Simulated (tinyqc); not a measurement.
Metal gate on a two-layer dielectric stack with fixed charge and a dipole: two steps of the calculation.

Gate, layer 2, layer 1, p-type semiconductor; x runs from the gate inwards. Charges are counted in units of +q. psi is the band bending at the surface, positive towards inversion. Classical charge, Boltzmann statistics, no interface traps.

Inputs (values chosen for the exercise); band and dielectric values close to those of silicon, layer 1 close to silicon dioxide, layer 2 close to hafnium oxide:
```
symbol,value,unit,meaning
T,300,K,temperature
Eg,1.12,eV,band gap
eps_r,11.7,,relative permittivity
Nc,2.8e19,cm^-3,conduction-band density of states at T
Nv,2.62e19,cm^-3,valence-band density of states at T
chi,4.1,eV,electron affinity
Na,1.6e17,cm^-3,acceptor density
pM,4.31,eV,work function of the gate metal
t1,0.5,nm,"thickness of layer 1, next to the semiconductor"
e1,3.89,,relative permittivity of layer 1
t2,1.2,nm,"thickness of layer 2, next to the gate"
e2,21.3,,relative permittivity of layer 2
Q1,1.6e12,cm^-2,fixed charge at the semiconductor interface
Q2,-4.1e11,cm^-2,fixed charge between the layers
r1,0,cm^-3,uniform charge density in layer 1
r2,0,cm^-3,uniform charge density in layer 2
Vd,0.39,V,flat-band shift by a dipole layer between the layers
ps,0.962,V,band bending psi of the working point
```

Constants: q = 1.602176634e-19 C, kB = 1.380649e-23 J/K, Vt = kB T/q, eps0 = 8.8541878128e-14 F/cm where lengths are in cm. Results are converted to the units shown.

Question 1. Threshold voltage. ni = sqrt(Nc Nv) exp(-Eg/(2 Vt)), Eg in volts, pB = Vt ln(Na/ni), Vth = Vfb + 2 pB + sqrt(4 q eps0 eps_r Na pB)/Cox.

Vfb = -0.43754271 V
Cox = 4.7893422 uF/cm^2

Find: ni; pB; depletion charge; Vth.

Answer 1.

ni = 1.0596e10 cm^-3
pB = 0.42734 V
depletion charge = 0.21306 uC/cm^2
Vth = 0.46162 V

Question 2. Fields and voltage drops. EOT = 3.9 (t1/e1 + t2/e2), Cox = eps0/(t1/e1 + t2/e2); phi_ms = pM - (chi + Eg - Vt ln(Nv/Na)).

Gauss: D = -Qs just inside the semiconductor; going towards the gate subtract q Q1, then q r1 t1, q Q2 and q r2 t2. Field = D/(eps0 e); the drop over a layer is its mean field times its thickness; Vg = phi_ms + Vd + psi + both drops.

Qs = -0.37005784 uC/cm^2

Find: D; field; drop over layer 2; drop over layer 1; Vg.

Answer 2.

| place | D (uC/cm^2) | field (MV/cm) |
|---|---|---|
| layer 2, gate side | 0.17940 | 0.09512 |
| layer 2, inner side | 0.17940 | 0.09512 |
| layer 1, outer side | 0.11371 | 0.33014 |
| layer 1, semiconductor side | 0.11371 | 0.33014 |
| semiconductor surface | 0.37006 | 0.35722 |

drop over layer 2 = 0.011415 V
drop over layer 1 = 0.016507 V
Vg = 0.60172 V

The same Vg follows from Vfb + psi - Qs/Cox. The largest field, 0.357 MV/cm in size, is at: semiconductor surface.

Range of the model: At the working point ps the carrier density at the surface is 0.36 times the band density of states, where degeneracy and quantisation, left out here, matter.

Program tinyqc, `OMP_NUM_THREADS=1 python tinyqc.py 2010046 2010047 out.jsonl`; Intel Xeon 2.30GHz, shared host, one thread, about 0.01 s.
